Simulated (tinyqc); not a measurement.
Worked calculation: interface roughness in a thin film (subband fluctuation and scattering). Values are carried at full precision from step to step, so a last printed digit may differ when a step is redone from the rounded ones.

Square well of width t, barriers V0, c = hbar^2/2m0: E1 solves k t + 2 atan[(k/mz)/(kappa/mb)] = pi, k = sqrt(mz E/c), kappa = sqrt(mb (V0 - E)/c). One interface is rough, so the subband edge fluctuates by G dt with G = |dE1/dt| (central difference of 0.01 angstrom; 2 E1/t for hard walls).

Constants: hbar^2/2m0 = 3.80998211 eV angstrom^2; e^2/(4 pi eps0) = 14.39964547 eV angstrom; hbar = 6.58211957e-16 eV s.

Parameters, chosen for this exercise (near those of a thin GaN channel; the results hold for these values, not for the real material): t = 50 angstrom (film thickness); mz = 0.195 m0 (confinement mass); V0 = 1.92 eV (barrier); mb = 0.31 m0 (barrier mass); D = 1.8 angstrom (rms height of the roughness); md = 0.206 m0 (mass in the plane); gv = 1 (valleys); Lc = 58 angstrom (correlation length); Ns = 9.6 x 1e12/cm^2 (sheet density); eps = 9.7 (mean dielectric constant at the channel); Lg = 150 angstrom (gate length); Wg = 150 angstrom (gate width).

## Sensitivity of the level to thickness

Give E1, G, the hard-wall values and the rms fluctuation G D.

E1 = 57.25 meV
G = |dE1/dt| = 1.9732 meV/angstrom

hard walls: E1 (meV) and G (meV/angstrom): 77.134  3.085

G D = 3.55 meV

Hard walls overstate G by a factor 1.56, and the scattering rate, which goes as G^2, by 2.44.

## The angular integrand

Gaussian roughness spectrum S(q) = pi D^2 Lc^2 exp(-q^2 Lc^2/4). Degenerate gas, taken to fill one subband (the second starts to fill once c kF^2/md exceeds E2 - E1, which is not tested here): kF = sqrt(2 pi Ns/gv), q = 2 kF sin(theta/2), 1/tau = (md/(2 pi c hbar)) G^2 times the integral from 0 to pi of S(q)(1 - cos theta)/eps(q)^2 dtheta, eps(q) = 1 + qs/q with screening (qs = gv md q0/(c eps), q0 = e^2/(4 pi eps0), form factors left out, which overstates the screening; other scattering is left out too, so these values lie far above measured mobilities in all but the thinnest films) or 1 without; mobility = tau c2/md with c2 = e/m0 = 1.75882e15 cm^2/(V s^2); 1e12/cm^2 = 1e-4/angstrom^2.

kF, qs, and exp(-q^2 Lc^2/4)(1 - cos theta) without and with the factor 1/eps^2 at theta = 30, 60, ..., 180 degrees.

kF = 0.07767 1/angstrom
qs = 0.0803 1/angstrom

Integrand:
```
theta  q (1/angstrom)      bare  eps(q)  screened
30             0.0402    0.0344    3.00   0.00383
60             0.0777   0.00313    2.03  0.000758
90             0.1098  3.92e-05    1.73  1.31e-05
120            0.1345  3.69e-07    1.60  1.45e-07
150            0.1500  1.12e-08    1.53  4.75e-09
180            0.1553  3.08e-09    1.52  1.34e-09
```

kF Lc = 4.50: the spectrum cuts off large angles, and the bare integrand is largest at 30 degrees among these rows.

## Scattering time and mobility

Integrate over theta.

Results:
```
case      integral   tau (fs)  mobility (cm^2/(V s))
bare       0.02019  2.842e+04              2.427e+05
screened  0.002202  2.605e+05              2.224e+06
```

Screening raises the mobility by a factor 9.2. With it kF l = 8.83e+04, so by this rate the carriers are far from localisation. Phonons, and the gate field that presses carriers to the wall, limit real channels far below this value.

## Threshold variation

Averaged over an area A = Lg Wg much larger than Lc^2, the thickness varies by D sqrt(pi Lc^2/A), so sigma(Vt) = G D Lc sqrt(pi/A)/e; the Pelgrom coefficient is sigma sqrt(A) (1 micrometre = 1e4 angstrom).

rms of the mean thickness = 1.234 angstrom
sigma(Vt) = 2.434 mV
coefficient = 0.0365 mV micrometre

The electrostatic effect of the thickness is left out. Lc is not small against the gate, so the averaging formula overstates the variation.

## Checks

- G from the envelope at the wall, psi(t/2)^2 (E1 + c mz (kappa/mb)^2), against the difference quotient, meV/angstrom: both 1.973.
- Bare integral for Lc -> 0 against pi: both 3.1416.

Program tinyqc; command `OMP_NUM_THREADS=1 python tinyqc.py 1282754 1282755 out.jsonl`; about 0.01 s on one thread of a shared Intel(R) Xeon(R) Processor @ 2.30GHz.
